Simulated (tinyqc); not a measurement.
Peak shift with the field.

The DLTS signal is S = C(t2) - C(t1), the change of the capacitance transient between two sampling times. Emission rate en = sn vth(T) Nc(T) exp(-Et/kB T) = sn g T^2 exp(-Et/kB T), g = vth Nc/(300 K)^2, as vth goes as T^0.5 and Nc as T^1.5 (degeneracy factor 1). For an exponential transient S peaks where en = ew = ln(t2/t1)/(t2 - t1). A Coulomb centre of charge +q (when empty) in the field F lowers its barrier by dE = sqrt(q F/(pi eps0 eps_r)) along the field. One-dimensional rate: en exp(b), b = dE/kB T; three-dimensional (Hartke): en {[1 + (b - 1) exp(b)]/b^2 + 1/2}. The peak temperatures solve rate = ew.

Inputs (values chosen for the exercise); material values close to those of silicon:
- eps_r = 11.9 (relative permittivity)
- Nc = 2.75e19 cm^-3 (conduction-band density of states at 300 K)
- vth = 2.3e7 cm/s (thermal velocity at 300 K)
- Et = 0.24 eV (depth of the trap below the conduction edge)
- sn = 6.8e-15 cm^2 (capture cross-section)
- t1 = 1 ms (first sampling time)
- t2 = 5 ms (second sampling time)

Constants: q = 1.602176634e-19 C, kB = 1.380649e-23 J/K, eps0 = 8.8541878128e-14 F/cm where lengths are in cm. Results are converted to the units shown.

Result of one run:
```
F (kV/cm)	dE (meV)	T peak, one-dimensional (K)	T peak, three-dimensional (K)
120	76.21	91.72	101.9
```

What becomes of these results when the field at the trap F is changed from 120 to 54 kV/cm, all else the same?

Result of the changed run:
```
F (kV/cm)	dE (meV)	T peak, one-dimensional (K)	T peak, three-dimensional (K)
54	51.12	104.5	113.6
```

The whole series:
```
F (kV/cm)	dE (meV)	T peak, one-dimensional (K)	T peak, three-dimensional (K)
1.9	9.590	125.3	128.1
4.4	14.59	122.8	126.9
10	22.00	119.1	124.8
23	33.37	113.4	120.8
54	51.12	104.5	113.6
120	76.21	91.72	101.9
280	116.4	70.96	81.42
```

dE grows as the square root of F, from 9.59 to 116 meV. The peak, at 130.0 K without field, moves down by 59.1 K (one-dimensional) or 48.6 K (three-dimensional) in the last row. A centre that is neutral when empty has no such long-range lowering, so the shift tells the charge state.

tinyqc, about 0.01 s, one thread, Intel Xeon 2.30GHz (shared host): `OMP_NUM_THREADS=1 python tinyqc.py 2050125 2050126 out.jsonl`
